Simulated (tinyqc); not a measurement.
Worked calculation: hydrogenic impurity: series, fields, screening, photoionisation and donor-acceptor pairs. Computed by tinyqc, a small Python program that keeps every step. Command: `OMP_NUM_THREADS=1 python tinyqc.py 3005402 3005403 out.jsonl hydrogenic walk`. One thread of a shared host (Intel(R) Xeon(R) Processor @ 2.30GHz), about 0.01 s of CPU time with the checks. Intermediate numbers are printed to about 5 digits and carried at full precision; extremes and crossings named in words are read from the listed rows.

One isotropic, parabolic band. Effective units: Ry* and a*, in which H = -nabla^2 - 2/r.

Inputs (values chosen for the exercise, modelled on diamond):
```
quantity                   value      unit
electron mass m            0.556       m_0
dielectric constant eps      5.8         -
donor density N          9.3e+19     cm^-3
gap E_g                     5.53        eV
acceptor depth E_A           450       meV
pair distance r             23.6  angstrom
rate prefactor W_0       9.3e+06       1/s
```

Parts treated: screening and pairs.

Constants: Ry = 13.605693123 eV; a_0 = 0.529177210903 angstrom; h x 1 THz = 4.135667696 meV; e^2/(4 pi eps_0) = 14.39964548 eV angstrom.

## Effective units and the series

Ry* = Ry m/eps^2, a* = a_0 eps/m; level n is bound by Ry*/n^2; <r> = (3/2) a* in 1s; lines 1s -> np at Ry* (1 - 1/n^2); 1 THz = 4.135667696 meV.

Ry* = 224.87 meV

a* = 5.5202 angstrom

<r> of 1s = 8.2803 angstrom

Series:
```
n  binding (meV)  line from 1s (meV)  line (THz)
2         56.219              168.66      40.781
3         24.986              199.89      48.333
4         14.055              210.82      50.976
5          8.995              215.88      52.199
```

Caution: the Bohr radius is only a few bond lengths, so central-cell terms and band anisotropy matter.

## Overlap of donors

Wigner-Seitz radius r_s = (3/(4 pi N))^(1/3); Mott criterion N_c^(1/3) a* = 0.26; overlap of two 1s orbitals at distance d: S = exp(-x)(1 + x + x^2/3), x = d/a*, with d = N^(-1/3).

r_s = 13.692 angstrom

Mott density = 1.0449e+20 cm^-3

N over the Mott density = 0.89007

overlap S = 0.18946

The sample is on the insulating side, but close enough for an impurity band.

## Binding under screening

Thomas-Fermi screening by N free electrons of one valley, taken as a degenerate gas (the hypothesis that all donors are ionised): q a* = sqrt(4 k_F a*/pi), k_F = (3 pi^2 N)^(1/3). Screened potential -(2/r) exp(-q r). Basis exp(-zeta r), zeta_k = 0.02 x 1.6^k, k = 0..23: S = 2/s^3, T = zeta_i zeta_j S, V = -2/(s + q)^2 with s = zeta_i + zeta_j; overlap eigenvalues below 1e-11 are dropped.

q a* = 0.99254

screened binding energy = 5.0012 meV

Screening leaves 2.2 % of the binding.

## From screening to the Mott criterion

First order: 1 - 2 q a*. One exponent: the maximum over zeta of 8 zeta^3/(2 zeta + q)^2 - zeta^2 (golden section on 0.01 to 1.2).

Binding (Ry*):
```
N^(1/3) a*   N (cm^-3)     q a*  first order  one exponent    basis
0.005       7.4310e+14  0.14034      0.71932       0.74648  0.74653
0.015       2.0064e+16  0.24307      0.51385       0.59116  0.59146
0.038       3.2620e+17  0.38689      0.22623       0.40980  0.41123
0.075       2.5080e+18  0.54353     -0.08706       0.25358  0.25773
0.130       1.3061e+19  0.71559     -0.43118       0.12507  0.13429
0.190       4.0775e+19  0.86510     -0.73021       0.04618  0.06138
0.250       9.2887e+19  0.99234     -0.98469       0.00196  0.02229
```

The binding falls from 0.747 to 0.022 Ry*. First order, a constant shift of the potential, overshoots and turns negative from q a* = 0.5. One exponent loses the state at q a* = 1 (N^(1/3) a* = 0.254, the classic form of the Mott criterion); the full basis keeps it to 1.19. The dilute rows are formal, since there the electrons are bound or non-degenerate.

## A donor-acceptor pair

No-phonon line h nu(r) = E_g - Ry* - E_A + e^2/(4 pi eps_0 eps r); rate W(r) = W_0 exp(-2 r/a*), the donor being the shallower centre; lifetime 1/W; zero field.

Coulomb term = 105.20 meV

photon energy = 4.9603 eV

rate W = 1799.2 1/s

lifetime = 5.5580e-04 s

## The pair band in time

At delay t after a pulse the emission comes mostly from pairs with W(r) t = 1, so r = (a*/2) ln(W_0 t).

Dominant pairs:
```
delay (s)  r (angstrom)  Coulomb term (meV)  photon energy (eV)
1.00e-04         18.866              131.60              4.9867
1.00e-03         25.221               98.44              4.9536
1.00e-02         31.576               78.62              4.9338
1.00e-01         37.932               65.45              4.9206
1.00e+00         44.287               56.06              4.9112
1.00e+01         50.643               49.02              4.9041
1.00e+02         56.998               43.56              4.8987
```

Over six decades of delay the band moves down by 88.04 meV, since close pairs, which emit at higher energy, decay first; the shift per decade shrinks from 33.16 to 5.47 meV. At the donor density N = 9.3e+19 cm^-3 pairs as wide as in the last rows are rare, so those rows are formal.

Checks made by the program: the bound state at q = 0 (relative difference 8e-07).
